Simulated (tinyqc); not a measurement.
# Hexagonal on-chip spiral inductor, lumped pi model, step by step

Numbers from tinyqc (`OMP_NUM_THREADS=1 python tinyqc.py 2302036 2302037 out.jsonl`; about 0.01 s on one thread of a shared Intel Xeon 2.30GHz). Printed values are rounded.

Outer diameter do = di + 2 n wd + 2 (n - 1) sp, mean da = (do + di)/2, fill p = (do - di)/(do + di), length l = 3.464 n da. L = 2.33 mu0 n^2 da/(1 + 3.82 p), mu0 = 4 pi 1e-7 H/m. Rs = rho l/(wd delta (1 - exp(-th/delta))), delta = sqrt(rho/(pi f mu0)). Cs = n wd^2 eps0 eo/hu across the coil. At each end Cox = l wd eps0 eo/(2 ho) leads to the substrate branch Rsi = 2 rs he/(l wd) in parallel with Csi = l wd eps0 11.7/(2 he). With one end grounded Y = 1/(Rs + i w L) + i w Cs + 1/[1/(i w Cox) + 1/(1/Rsi + i w Csi)], w = 2 pi f; Q = -Im Y/Re Y. Eddy currents in neighbouring turns and in the substrate are left out.

Parameters, values chosen for the exercise; values of the order met in silicon radio-frequency processes:
```
symbol  value     unit                                     meaning
n         1.5                                      number of turns
wd         20       um                                  line width
sp          2       um                         space between turns
di        100       um                              inner diameter
th          4       um                             metal thickness
rho         3  uohm cm                           metal resistivity
ho          6       um                        oxide below the coil
hu        1.1       um            oxide between coil and underpass
eo        4.1                   relative permittivity of the oxide
rs       1000   ohm cm                       substrate resistivity
he         80       um  effective spreading depth in the substrate
f           5      GHz                                   frequency
```

Constants: eps0 = 8.8541878128e-12 F/m. Results are converted to the units shown.

## Geometry and model elements

do, l, L, delta, Rs, Cs, Cox, Rsi and Csi as defined.

do = 162 um
l = 680.6760 um
L = 0.4532728 nH
delta = 1.232809 um
Rs = 0.8617970 ohm
Cs = 19.80118 fF
Cox = 41.18336 fF
Rsi = 1.175302e5 ohm
Csi = 8.814243 fF

Rs is 3.38 times the direct-current value in this empirical form, which overstates the skin effect of a flat slab when delta is near th and so stands in for some current crowding.

## Admittance, quality factor and apparent inductance

Series branch 1/(Rs + i w L), substrate branch, total Y, Q = -Im Y/Re Y, apparent inductance Im(1/Y)/w, metal-only value w L/Rs, share of the loss in the substrate Re(substrate branch)/Re Y.

series branch = 4.23446-69.96853i mS
substrate branch = 0.0057728+0.2281219i mS
Y = 4.24023-69.11834i mS
Q = 16.30059
apparent inductance = 0.4588021 nH
w L/Rs = 16.52359
share of the loss in the substrate = 0.1361423 %

Q is 98.7 % of the metal-only value.
